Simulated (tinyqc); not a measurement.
Worked calculation: extended Hueckel theory, for H4-. The parameters take no account of the charge, which enters only through the electron count, and nothing here shows that the anion is bound. One step of it, computed by the program tinyqc.

Problem. Orbitals. Solve H C = S C e through S^(-1/2); fill by pairs from the bottom, a degenerate level sharing its electrons equally; each orbital has its largest coefficient positive (the first on a tie).

H (eV), order 1H 1s, 2H 1s, 3H 1s, 4H 1s:
```
[[-13.600000, -13.770061, -4.174336, -1.005996],
 [-13.770061, -13.600000, -13.394196, -4.174336],
 [-4.174336, -13.394196, -13.600000, -13.770061],
 [-1.005996, -4.174336, -13.770061, -13.600000]]
```

overlap S, order 1H 1s, 2H 1s, 3H 1s, 4H 1s:
```
[[1.000000, 0.578574, 0.175392, 0.042269],
 [0.578574, 1.000000, 0.562781, 0.175392],
 [0.175392, 0.562781, 1.000000, 0.578574],
 [0.042269, 0.175392, 0.578574, 1.000000]]
```

valence electrons = 5

Give: orbital energies; occupations; coefficients; sum of one-electron energies.

Solution.

orbital energies (eV): [-18.9432, -15.1365, -3.5982, 23.0770]

occupations: [2.0000, 2.0000, 1.0000, 0.0000]

coefficients, order 1H 1s, 2H 1s, 3H 1s, 4H 1s:
```
[[0.2832, 0.5723, 0.8104, -0.7251],
 [0.3973, 0.3117, -0.5776, 1.3312],
 [0.3973, -0.3117, -0.5776, -1.3312],
 [0.2832, -0.5723, 0.8104, 0.7251]]
```

sum of one-electron energies = -71.7576 eV
